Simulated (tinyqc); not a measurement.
## Ideality from Voc and Vmp

Question. An ideal cell J = Jsc - J0 (exp(V/(n Vt)) - 1) has exp((Voc - Vmp)/(n Vt)) = 1 + Vmp/(n Vt) at maximum power. Find n, J0 and FF.

Inputs (values chosen for the exercise): temperature T = 298.15 K.

Constants: q = 1.602176634e-19 C, kB = 1.380649e-23 J/K, Vt = kB T/q. Results are converted to the units shown.

Jsc = 3.65 mA/cm^2
Voc = 0.61092050 V
Vmp = 0.51376416 V

Answer. With a = n Vt, a ln(1 + Vmp/a) rises steadily with a, so Voc - Vmp fixes it; J0 follows from Voc.

n = 1.38
J0 = 1.20e-10 A/cm^2
FF = 0.787

tinyqc, about 0.01 s, one thread, Intel Xeon 2.30GHz (shared host): `OMP_NUM_THREADS=1 python tinyqc.py 2280039 2280040 out.jsonl`
